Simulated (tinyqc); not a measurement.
Threshold-voltage variability of a planar MOSFET, analytic estimates: one step of the calculation.

Three independent sources add in quadrature: random dopants in the depleted layer, metal-gate grains of two orientations, and roughness of the two gate edges acting through the roll-off VT = VT(long) - Vr exp(-L/l). These are first-order estimates: no three-dimensional electrostatics, no percolation.

Question. Metal grains and edge roughness. Grains: Ng = L W/G^2 (at least 1), s2 = dW sqrt(p (1 - p)/Ng). Edges, with exponential correlation and u = W/La: the mean gate length has sL^2 = 2 De^2 (2/u)[1 - (1 - exp(-u))/u]; s3 = sL (Vr/l) exp(-L/l).

Parameters, values chosen for the exercise; material values close to those of silicon: gate length L = 65 nm; gate width W = 190 nm; metal grain size G = 15 nm; work-function difference of the two grain orientations dW = 0.1 eV; share of the orientation of higher work function p = 0.6; rms roughness of one gate edge De = 0.6 nm; correlation length of the roughness La = 30 nm; decay length of the threshold roll-off l = 17 nm; prefactor of the roll-off Vr = 1.4 V.

Give: Ng; s2; sL; dVT/dL; s3.

Answer.

Ng = 54.89
s2 = 6.612 mV
sL = 0.4376 nm
dVT/dL = 1.799 mV/nm
s3 = 0.7875 mV

Numbers from tinyqc (`OMP_NUM_THREADS=1 python tinyqc.py 2090125 2090126 out.jsonl`; about 0.01 s on one thread of a shared Intel Xeon 2.30GHz).
